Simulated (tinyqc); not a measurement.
Worked calculation: plane-wave Kohn-Sham cycle with exchange-only LDA in a layered model solid. One step of it, computed by the program tinyqc.

Question. Iteration 1: levels at that k. Diagonalise the Hermitian matrix.

H (hartree):
```
           -3         -2         -1         +0         +1         +2         +3
-3   0.340142  -0.105000   0.070000   0.000000   0.000000   0.000000   0.000000
-2  -0.105000   0.028641  -0.105000   0.070000   0.000000   0.000000   0.000000
-1   0.070000  -0.105000  -0.158260  -0.105000   0.070000   0.000000   0.000000
+0   0.000000   0.070000  -0.105000  -0.220560  -0.105000   0.070000   0.000000
+1   0.000000   0.000000   0.070000  -0.105000  -0.158260  -0.105000   0.070000
+2   0.000000   0.000000   0.000000   0.070000  -0.105000   0.028641  -0.105000
+3   0.000000   0.000000   0.000000   0.000000   0.070000  -0.105000   0.340142
```

Give: eigenvalues.

Answer.

eigenvalues (hartree): -0.323  -0.267  -0.124  0.020  0.106  0.388  0.400
